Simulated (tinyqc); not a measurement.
Electron mobility of a polar semiconductor by Rode's iterative solution of the Boltzmann equation: one step, computed by the program tinyqc.

The distribution is f(E) + e F l(E) (-df/dE) cos(theta) for a weak field F, theta counted from the force; l(E) is a mean free path. Elastic processes enter by their momentum rate, polar optical phonons by out- and in-scattering terms. One valley only: where upper valleys lie close, measured mobilities are lower. The density n is prescribed, even where a narrow-gap material would have more intrinsic carriers.

Problem. Rates on one ladder of the grid. Parabolic band: E = hbar^2 k^2/(2 m), speed v = hbar k/m, states per spin, volume and energy g(E) = m k/(2 pi^2 hbar^2). Masses are multiplied by m_0 and all formulas are in SI units. Phonon occupation N_q = 1/(exp(hbar w/(k_B T)) - 1). Acoustic deformation potential (elastic, equipartition, absorption and emission together): 1/tau = 2 pi k_B T D_A^2 g(E)/(hbar rho v_l^2). Piezoelectric (elastic, unscreened, momentum relaxation): 1/tau = e^2 K^2 k_B T m (1 + 2 alpha E)/(2 pi eps_s eps_0 hbar^3 k), with alpha = 0 for a parabolic band. Singly charged impurities, momentum relaxation: 1/tau = N_I e^4 m (1 + 2 alpha E) Phi/(8 pi (eps_s eps_0)^2 hbar^3 k^3), with alpha = 0 for a parabolic band. Brooks-Herring: Phi = ln(1 + b) - b/(1 + b), b = 4 k^2 L_s^2. Polar optical, unscreened: W = e^2 w (1/eps_inf - 1/eps_s) m (1 + 2 alpha E') ln|(k + k')/(k - k')| / (4 pi eps_0 hbar^2 k), times N_q for absorption (E' = E + hbar w) and N_q + 1 for emission (E' = E - hbar w > 0), with alpha = 0 for a parabolic band; mean cosine of the angle <cos> = (k^2 + k'^2)/(2 k k') - 1/ln|(k + k')/(k - k')|. Energy grid E_j = (j + 1/2) hbar w/s, j = 0, 1, ..., up to (max(eta, 0) + 18) k_B T, so that E_j +/- hbar w are grid points; l = 0 beyond the grid; integrals are sums times the spacing. With f' = f(E'): out-scattering S_o = sum over absorption and emission of W (1 - f')/(1 - f); nu = sum of elastic rates; the in-scattering weights are c+ = W_abs <cos> (1 - f')/(1 - f) for E' = E + hbar w and c- likewise for emission.

Inputs (values chosen for the exercise, modelled on CdS):
```
quantity                             value    unit
effective mass m                     0.204     m_0
static permittivity eps_s              8.7       -
high-frequency permittivity eps_inf    5.3       -
density rho                           4820  kg/m^3
sound velocity v_l                    4450     m/s
acoustic deformation potential D_A     7.5      eV
optical phonon energy hbar w          37.8     meV
piezoelectric coupling K              0.16       -
temperature T                          350       K
grid points per phonon energy s          6       -
```

Band: parabolic. Elastic processes: acoustic, piezoelectric, impurity.

reduced Fermi level eta = -9.537784

ionised impurity density N_I = 2.10e+14 1/cm^3

screening length L_s = 262.7817 nm

Constants: k_B = 8.617333262e-05 eV/K; k_B = 1.380649e-23 J/K; e = 1.602176634e-19 C; hbar = 1.054571817e-34 J s; m_0 = 9.1093837015e-31 kg; eps_0 = 8.8541878128e-12 F/m; hbar = 6.582119569e-16 eV s.

Give: Points j = s/2, s/2 + s, ... (the first seven rungs, or as many as the grid holds), rates in 1e12/s.

Solution.

Points j = s/2, s/2 + s, ... (the first seven rungs, or as many as the grid holds), rates in 1e12/s:
```
E (meV)    v (m/s)     nu    S_o     c+     c-
22.05    1.950e+05  4.326  26.74  11.16   0.00
59.85    3.212e+05  3.932  81.11  13.47  23.71
97.65    4.103e+05  4.108  89.15  13.89  36.94
135.45   4.833e+05  4.363  88.60  13.87  41.30
173.25   5.466e+05  4.632  86.57  13.72  42.95
211.05   6.033e+05  4.899  84.28  13.51  43.52
248.85   6.551e+05  5.158  82.04  13.29  43.57
```

Points one phonon energy apart are coupled only to each other, so the grid falls into s independent ladders.
